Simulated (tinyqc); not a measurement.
Defect, radiative and Auger recombination at equal electron and hole densities (ABC model), step by step. Values are carried at full precision from step to step, so a last printed digit may differ when a step is redone from the rounded ones.

J/(e d) = Ae n + B n^2 + C n^3 with Ae = A + 4 S/w (four side walls, carriers spread evenly), e = 1.602176634e-19 C, lengths in cm; internal efficiency IQE = B n^2/(Ae n + B n^2 + C n^3); all injected carriers recombine in the layer.

Values chosen for the exercise (orders of magnitude like those quoted for Ge; not measured data): A = 45000 1/s (defect rate); B = 9.4e-14 cm^3/s (radiative coefficient); C = 3.8e-31 cm^6/s (Auger coefficient); S = 4700 cm/s (recombination velocity of the side walls); w = 7.9 micrometre (side of the square mesa); d = 380 nm (active thickness); J = 93000 A/cm^2 (current density); ex = 0.4 (extraction efficiency); Eph = 0.65 eV (photon energy).

## The efficiency peak

IQE peaks at n_p = sqrt(Ae/C); with Q = B/sqrt(Ae C), IQE_max = Q/(Q + 2).

Ae = 2.384e+07 1/s
n_p = 7.921e+18 1/cm^3
Q = 0.03123
IQE_max = 0.0154
J at the peak = 2.34e+03 A/cm^2

The side walls supply 100 % of Ae.

## Carrier density at the given current

G = J/(e d). Newton steps from the smallest of G/Ae, sqrt(G/B) and (G/C)^(1/3); stop when the relative step is below 1e-9.

G = 1.528e+28 1/(cm^3 s)

Newton steps:
```
step  n (1/cm^3)   rate/G  relative step
1     3.4256e+19  1.06069         -0.020
2     3.3578e+19  1.00117       -0.00040
3     3.3565e+19  1.00000       -1.6e-07
4     3.3565e+19  1.00000       -2.5e-14
```

n = 3.356e+19 1/cm^3

The start is an upper bound and the function is convex, so the steps fall monotonically; 4 are needed.

## Shares, lifetimes and light

Shares of the three paths; lifetime n/G = 1/(Ae + B n + C n^2); differential lifetime 1/(Ae + 2 B n + 3 C n^2) and bandwidth 1/(2 pi tau_d); optical power density ex IQE J Eph/e.

shares: defect 0.0524, radiative 0.0069, Auger 0.9407

lifetime = 2.20 ns
differential lifetime = 0.761 ns
bandwidth = 209 MHz
optical power density = 168 W/cm^2

The Auger path is the largest; the device runs above its efficiency peak, where the defect and Auger shares are equal.

## Checks

- Density from Newton steps against bisection (1/cm^3): both 3.3565e+19.

Program tinyqc; command `OMP_NUM_THREADS=1 python tinyqc.py 1682775 1682776 out.jsonl`; about 0.01 s on one thread of a shared Intel(R) Xeon(R) Processor @ 2.30GHz.
